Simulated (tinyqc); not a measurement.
# Circuit elements from the admittance matrix

Inverse problem. Y belongs to a common-source circuit with y11 = i w (Cgs + Cgd), y12 = -i w Cgd, y21 = gm - i w Cgd, y22 = gds + i w (Cgd + Cd) and a resistance Rg in series with the gate; w = 2 pi f. Find Rg, Cgs + Cgd, Cgd, gm, gds and Cd.

Parameters, values chosen for the exercise: signal frequency f = 1 GHz.

Y with Rg (mS):
```
                          1                          2
1  0.000162902+0.191911215i  -0.000074668-0.087964531i
2  1.040522452-0.088847830i   0.088485387+0.289431365i
```

Answer. 1/Y11 = Rg + 1/(i w (Cgs + Cgd)) gives Rg; removing it from Z11 returns the inner y, whose parts are read off.

Rg = 4.423 ohm
Cgs + Cgd = 30.54 fF
Cgd = 14.00 fF
gm = 1.041 mS
gds = 0.08845 mS
Cd = 32.00 fF

Numbers from tinyqc (`OMP_NUM_THREADS=1 python tinyqc.py 2150105 2150106 out.jsonl`; about 0.01 s on one thread of a shared Intel Xeon 2.30GHz).
